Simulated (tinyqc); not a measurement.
Specific resistance of a metal-semiconductor contact and its transmission-line measurement: one step, computed by the program tinyqc. Command: `OMP_NUM_THREADS=1 python tinyqc.py 3026726 3026727 out.jsonl contact walk`. One thread of a shared host (Intel(R) Xeon(R) Processor @ 2.30GHz), about 0.01 s of CPU time with the checks.

The barrier is parabolic (depletion approximation), energies E are normal energies counted from the band edge in the neutral semiconductor (downwards for holes), and the bias is zero. xi is an input, held fixed when other inputs move.

Problem. Current crowding. Transmission-line model: transfer length L_T = sqrt(rho_c/R_sh); R_c = (R_sh L_T/W) coth(d/L_T). Limits: rho_c/(W d) for d << L_T, sqrt(rho_c R_sh)/W for d >> L_T.

Inputs (values chosen for the exercise, modelled on n-type germanium):
```
quantity               value        unit
temperature T            300           K
sheet resistance R_sh     79         ohm
contact length d         2.1  micrometre
contact width W           93  micrometre
```

Image-force lowering: included.

specific contact resistance rho_c = 5.892360e-07 ohm cm^2

Give: transfer length L_T; d/L_T; contact resistance R_c; R_c W; short-contact limit; long-contact limit.

Solution.

transfer length L_T = 0.8636 micrometre

d/L_T = 2.432

contact resistance R_c = 0.7451 ohm

R_c W = 69.29 ohm micrometre

short-contact limit = 0.3017 ohm

long-contact limit = 0.7336 ohm

The contact is long: current crowds at the front edge, and more length does not help.
